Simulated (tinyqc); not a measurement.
The three schemes as the step is halved: finite-difference solution of the diffusion equation on a small grid. Computed by tinyqc, a small Python program. Command: `OMP_NUM_THREADS=1 python tinyqc.py 3009991 3009992 out.jsonl fdiff walk`. One thread of a shared host (Intel(R) Xeon(R) Processor @ 2.30GHz), about 0.01 s of CPU time with the checks.

dC/dt = D d2C/dx2 on nodes x_j = j dx, j = 0..7; the far end is sealed.

Inputs (values chosen for the exercise):
```
quantity,value,unit
diffusivity D,0.35,nm^2/s
grid spacing dx,10,nm
time step dt,180,s
final time t_f,3600,s
loss velocity h,0.0052,nm/s
```

Boundary at x = 0: surface loss. Scheme: implicit.

start values C_j, j = 0, 1, ... (% of a reference): [37.6, 78.7, 100, 79.7, 20.7, 0.384, 0, 0]

Method:
- The operator M acts as (M C)_j = C_(j-1) - 2 C_j + C_(j+1); at the sealed far end a mirror node gives 2 C_(N-2) - 2 C_(N-1); at j = 0, the outward flux h C_0 gives 2 C_1 - (2 + 2 h dx/D) C_0.
- r = D dt/dx^2.
- The mode of M with eigenvalue mu has its amplitude multiplied per step by g = (1 + (1 - theta) r mu)/(1 - theta r mu), with theta = 0 explicit, 1 implicit, 1/2 Crank-Nicolson; the explicit scheme is stable for r up to 2/|mu_min|.
- With r = D dt/dx^2: (1 - theta r M) C(new) = (1 + (1 - theta) r M) C(old); theta = 0 explicit, 1 implicit, 1/2 Crank-Nicolson.
- Each run reaches t_f in n equal steps; errors are the largest difference from exp(M D t_f/dx^2) C(0). A dash marks unstable explicit runs.

largest stable r of the explicit scheme = 0.496169

Largest error at t_f (%):
```
steps n,r,explicit,implicit,Crank-Nicolson
4,3.1500,-,3.0860,3.7665e+00
8,1.5750,-,1.5579,1.2304e-01
16,0.7875,-,0.7771,2.3446e-02
32,0.3937,0.38193,0.3871,5.8590e-03
64,0.1969,0.19179,0.1931,1.4646e-03
128,0.0984,0.09608,0.0964,3.6614e-04
256,0.0492,0.04808,0.0482,9.1535e-05
```

What follows from these numbers?

From the last two rows, halving the step divides the error by 2.00 (explicit), 2.00 (implicit), 4.00 (Crank-Nicolson): a factor 2 marks first order in dt and 4 second order. The explicit scheme needs n of at least 26 to be stable; the other two are stable at any step.

Extremes, crossings and ranges named in words are read from the listed rows.
